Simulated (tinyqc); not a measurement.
# Implanted layer, carriers, mobility and sheet resistance, step by step

tinyqc, about 0.01 s, one thread, Intel Xeon 2.30GHz (shared host): `OMP_NUM_THREADS=1 python tinyqc.py 2110076 2110077 out.jsonl` Printed values are rounded.

An n-type layer from the surface x = 0 to the junction xj, N(x) = N0 exp(-(x - Rp)^2/(2 sg^2)). Local neutrality (no depletion at surface or junction, no spilling of carriers), intrinsic carriers neglected, full ionisation of active dopants.

Inputs (values chosen for the exercise); values close to those of phosphorus in silicon over a p-type background:
- T = 350 K (temperature)
- Nb = 2.2e16 cm^-3 (background doping of the opposite type)
- N0 = 4e20 cm^-3 (peak chemical concentration)
- m1 = 68.3 cm^2/(V s) (mobility limit at high doping)
- m2 = 1440 cm^2/(V s) (mobility limit at low doping, at 300 K)
- Nr = 9.11e16 cm^-3 (reference doping of the mobility law)
- am = 0.692 (exponent of the mobility law)
- bt = 1.8 (temperature exponent of m2)
- Ns = 4.15e20 cm^-3 (solubility limit of active dopant)
- sg = 7.3 nm (straggle after annealing)
- Rp = 7.1 nm (projected range)

Constants: q = 1.602176634e-19 C. Results are converted to the units shown.

## Junction depth and local values

xj = Rp + sg sqrt(2 ln(N0/Nb)); 14 equal steps from 0 to xj. Active dopant A = min(N, Ns); n = A - Nb; mobility mu = m1 + (m2 (T/300 K)^(-bt) - m1)/(1 + ((A + Nb)/Nr)^am).

xj = 39.4320 nm

| point | x (nm) | N (cm^-3) | A (cm^-3) | n (1e20 cm^-3) | mu (cm^2/(V s)) |
|---|---|---|---|---|---|
| 0 | 0.0000 | 2.49258e20 | 2.49258e20 | 2.49236 | 72.5604 |
| 1 | 2.8166 | 3.36741e20 | 3.36741e20 | 3.36719 | 71.7625 |
| 2 | 5.6331 | 3.92006e20 | 3.92006e20 | 3.91984 | 71.4180 |
| 3 | 8.4497 | 3.93221e20 | 3.93221e20 | 3.93199 | 71.4113 |
| 4 | 11.2663 | 3.39883e20 | 3.39883e20 | 3.39861 | 71.7404 |
| 5 | 14.0828 | 2.53146e20 | 2.53146e20 | 2.53124 | 72.5152 |
| 6 | 16.8994 | 1.62466e20 | 1.62466e20 | 1.62444 | 74.0207 |
| 7 | 19.7160 | 8.98461e19 | 8.98461e19 | 0.89824 | 76.8943 |
| 8 | 22.5325 | 4.28140e19 | 4.28140e19 | 0.42792 | 82.5711 |
| 9 | 25.3491 | 1.75801e19 | 1.75801e19 | 0.17558 | 94.3984 |
| 10 | 28.1657 | 6.22020e18 | 6.22020e18 | 0.06198 | 120.383 |
| 11 | 30.9823 | 1.89643e18 | 1.89643e18 | 0.01874 | 179.017 |
| 12 | 33.7988 | 4.98215e17 | 4.98215e17 | 0.00476 | 304.021 |
| 13 | 36.6154 | 1.12783e17 | 1.12783e17 | 0.00091 | 510.803 |
| 14 | 39.4320 | 2.2e16 | 2.2e16 | 0.00000 | 705.810 |

The mobility runs from 71.4 to 706 cm^2/(V s).

## Sheet quantities by the trapezoid rule

Dose = integral of N, carrier sheet density = integral of n, 1/Rs = q integral of n mu, mean mobility 1/(q Rs sheet density), Hall mobility (unit Hall factor) = integral of n mu^2 over integral of n mu, Hall sheet density = (integral of n mu)^2/integral of n mu^2; all from 0 to xj.

dose = 6.0868e14 cm^-2
carrier sheet density = 6.0859e14 cm^-2
Rs = 140.78 ohm/square
mean mobility = 72.850 cm^2/(V s)
Hall mobility = 73.449 cm^2/(V s)
Hall sheet density = 6.0363e14 cm^-2

Carriers make up 100 % of the dose. A Hall measurement weights the mobile tail, so its sheet density is 0.82 % below the true one. With 4000 steps Rs = 140.3 ohm/square; the coarse value is 0.35 % above it.
